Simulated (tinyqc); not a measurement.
Inside a calculation. Method: RHF in the 6-31g basis, for H-, spin multiplicity 1. The basis has no diffuse functions, so it cannot describe the extra electron: this is an exercise in the method, not the real anion. One step of it, computed by the program tinyqc.

Problem. Iteration 4: diagonalisation and new density. Diagonalise F' = X^T F X, C = X C', fill 1 alpha and 1 beta electrons from the bottom; D = 2 C_occ C_occ^T. Each column has its largest component positive (the first on a tie).

extrapolated F (hartree), order 1H 1s, 1H 2s:
$$\begin{pmatrix}
0.609044 & -0.124719 \\
-0.124719 & 0.100593
\end{pmatrix}$$

X, order 1H 1s, 1H 2s:
$$\begin{pmatrix}
1.243622 & -0.467072 \\
-0.467072 & 1.243622
\end{pmatrix}$$

Give: F' = X^T F X; orbital energies; coefficients C; D after iteration 4.

Solution.

F' = X^T F X (hartree):
$$\begin{pmatrix}
1.1088 & -0.6323 \\
-0.6323 & 0.4333
\end{pmatrix}$$

orbital energies (hartree): MO1 0.0542, MO2 1.4879

coefficients C, order 1H 1s, 1H 2s:
$$\begin{pmatrix}
0.2389 & 1.3068 \\
0.8264 & -1.0401
\end{pmatrix}$$

D after iteration 4, order 1H 1s, 1H 2s:
$$\begin{pmatrix}
0.1142 & 0.3949 \\
0.3949 & 1.3659
\end{pmatrix}$$
